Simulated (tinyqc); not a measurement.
Inside a calculation: hole subbands of a hard-walled well, four-band Luttinger model. Values are carried at full precision from step to step, so a last printed digit may differ when a step is redone from the rounded ones.

Constants: hbar^2/2m0 = 3.80998211 eV angstrom^2.

Values chosen for the exercise (near those of GaAs; shifted at random, so the results belong to these values and not to a real crystal):
```
symbol  value   unit        meaning
b       -2.04   eV          shear deformation potential
C11     120.8   GPa
C12     54.4    GPa
e_par   0.0067              strain in the plane
g1      6.89                Luttinger gamma1
g2      2.04                gamma2
L       175     angstrom    well width along [001]
g3      2.9                 gamma3
k       0.0249  1/angstrom  wave vector in the plane
N       3                   sines for each component
kmax    0.043   1/angstrom  end of the path
```

## Shear strain energy

e_perp = -2 (C12/C11) e_par and Zs = b (e_par - e_perp); Zs > 0 lifts the heavy-hole edge by Zs and lowers the light-hole edge by Zs.

e_perp = -0.00603
shear strain energy Zs = -0.02598 eV

## Levels at k = 0

R and S vanish: HHn = c (g1 - 2 g2)(n pi/L)^2 - Zs and LHn = c (g1 + 2 g2)(n pi/L)^2 + Zs, c = hbar^2/2m0, hole energies counted downwards. Sort HH1 to HH4 and LH1, LH2.

Levels:
```
subband   E (eV)
LH1      -0.0125
LH2       0.0279
HH1       0.0294
HH2       0.0398
HH3       0.0570
HH4       0.0812
```

The top subband is LH1, 40.4 meV from LH2.

## The matrix at one k

Hole energies are counted downwards from the unstrained band edge, c = hbar^2/2m0. After the usual block transformation one block is H = [[P + Q - Zs, R - i S], [R + i S, P - Q + Zs]] in (heavy, light), with P +/- Q = c [(g1 +/- g2) k^2 + (g1 -/+ 2 g2) kz^2], R = sqrt(3) c gR k^2, S = 2 sqrt(3) c g3 k kz, kz = -i d/dz; axial approximation gR = (g2 + g3)/2. Zs = b (e_par - e_perp) is the shear part of the strain (the hydrostatic part shifts all levels alike and is left out). Basis sqrt(2/L) sin(n pi z/L), n = 1 to N, for each component: kz^2 gives (n pi/L)^2 and the heavy-light block is R delta_nm - 2 sqrt(3) c g3 k D_nm with D_nm = 4 n m/(L (n^2 - m^2)) for n + m odd, 0 otherwise. The other block has the same levels. The split-off band is left out.

Fill in the 2N x 2N matrix, in meV.

H(k) (meV):
```
       h1      h2      h3      l1      l2      l3
h1  50.52       0       0   10.11   14.52       0
h2      0   60.87       0  -14.52   10.11   26.14
h3      0       0   78.13       0  -26.14   10.11
l1  10.11  -14.52       0   -1.05       0       0
l2  14.52   10.11  -26.14       0   39.36       0
l3      0   26.14   10.11       0       0  106.70
```

## Levels and mixing

Diagonalise; give the four lowest hole energies and the weight of the heavy component (the first half of the basis) in each.

levels (meV): -6.31  18.76  51.87  56.71

heavy weight: 0.081  0.316  0.751  0.899

The most mixed of the four is number 2, with 32 % heavy character. Against 60 sines these levels lie 0.3, 1.4, 8.6 and 3.0 meV too high: the small basis is not converged.

## Dispersion in the plane

N = 20, nine points from 0 to kmax.

Hole energies (meV):
```
k (1/angstrom)      E1     E2     E3     E4  heavy weight of 1  heavy weight of 2
0.0000          -12.51  27.90  29.43  39.78              0.000              0.000
0.0054          -12.19  25.40  32.28  40.35              0.004              0.297
0.0107          -11.27  22.58  36.41  41.89              0.016              0.302
0.0161           -9.83  20.13  41.74  43.50              0.036              0.304
0.0215           -7.96  18.24  43.86  48.67              0.062              0.312
0.0269           -5.71  17.00  42.83  56.76              0.091              0.320
0.0323           -3.09  16.49  41.28  63.33              0.120              0.328
0.0376           -0.07  16.71  39.90  65.48              0.147              0.333
0.0430            3.36  17.68  39.04  65.23              0.169              0.336
```

At small k the hole energy falls in subband 2: an electron-like mass, caused by repulsion from a deeper subband. E2 - E1 is smallest, 14.3 meV, at k = 0.0430 of the points listed. The top subband goes from 0.00 to 0.17 in heavy weight.

## Checks

- The 2 x 2 block with gR = g2 (k along [100]) for a plane wave (k, 0, pi/L) against the bulk heavy-hole formula, eV: both 0.00570.
- Lowest level at the given k on a real-space grid of 240 points against 60 sines, eV: both -0.0066.

Program tinyqc; command `OMP_NUM_THREADS=1 python tinyqc.py 1251288 1251289 out.jsonl`; about 0.3 s on one thread of a shared Intel(R) Xeon(R) Processor @ 2.30GHz.
